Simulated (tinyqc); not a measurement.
Inside a calculation. Method: tight binding, kagome lattice. Computed by tinyqc, a small Python program that keeps every step. Settings: t1 = 0.71, t2 = 1.13, delta = 0.12, bands filled = 2. Command: `OMP_NUM_THREADS=1 python tinyqc.py 25366 25367 out.jsonl` (the two numbers bound the seeds that draw the settings). One thread of a shared host (Intel(R) Xeon(R) Processor @ 2.60GHz), about 0.01 s of CPU time with the checks.

## Bloch Hamiltonian at k

Parameters chosen for this model:
```
parameter     value                unit
t1         0.710000    eV, up triangles
t2         1.130000  eV, down triangles
delta      0.120000        eV on site C
```

k point k (fractions of the reciprocal vectors): [0.290000, -0.260000]

H_AB = -t1 - t2 exp(-i k.a1), H_AC = -t1 - t2 exp(-i k.a2), H_BC = -t1 - t2 exp(i k.(a1 - a2)), H_CC = delta.

H(k) at k (eV), order A, B, C:
```
[[0.000000, -0.428980+1.094499i, -0.639047-1.127770i],
 [-0.428980-1.094499i, 0.000000, 0.364694+0.349189i],
 [-0.639047+1.127770i, 0.364694-0.349189i, 0.120000]]
```

## Levels at k

Diagonalise the Hermitian matrix.

eigenvalues (eV): [-1.768461, 0.012010, 1.876451]

weights |c|^2 of the basis functions, order A, B, C:
```
[[0.475331, 0.077188, 0.447481],
 [0.255703, 0.506553, 0.237745],
 [0.268967, 0.416260, 0.314774]]
```

## Bloch Hamiltonian at K

k point K (fractions of the reciprocal vectors): [0.333333, 0.666667]

As before.

H(k) at K (eV), order A, B, C:
```
[[0.000000, -0.145000+0.978609i, -0.145000-0.978609i],
 [-0.145000-0.978609i, 0.000000, -0.145000+0.978609i],
 [-0.145000+0.978609i, -0.145000-0.978609i, 0.120000]]
```

## Levels at K

As before.

eigenvalues (eV): [-1.511711, -0.249530, 1.881241]

weights |c|^2 of the basis functions, order A, B, C:
```
[[0.347453, 0.329622, 0.322925],
 [0.347453, 0.329622, 0.322925],
 [0.305094, 0.340756, 0.354150]]
```

## Bands along a path

The same steps at evenly spaced points between the labelled ones.

Bands along the path (eV):
```
k             band 1     band 2    band 3
G          -3.640575   1.840000  1.920575
G-K 0.33   -3.236121   1.490713  1.865408
G-K 0.67   -2.248641   0.499608  1.869034
K          -1.511711  -0.249530  1.881241
K-M 0.33   -1.660564  -0.109271  1.889836
K-M 0.67   -1.875286   0.097591  1.897695
M          -1.960854   0.179824  1.901030
M-K' 0.33  -1.875286   0.097591  1.897695
M-K' 0.67  -1.660564  -0.109271  1.889836
K'         -1.511711  -0.249530  1.881241
```

With 2 band(s) filled, the highest filled level on these points lies at G and the lowest empty one at G-K 0.33: a gap of 0.0254 eV, indirect.
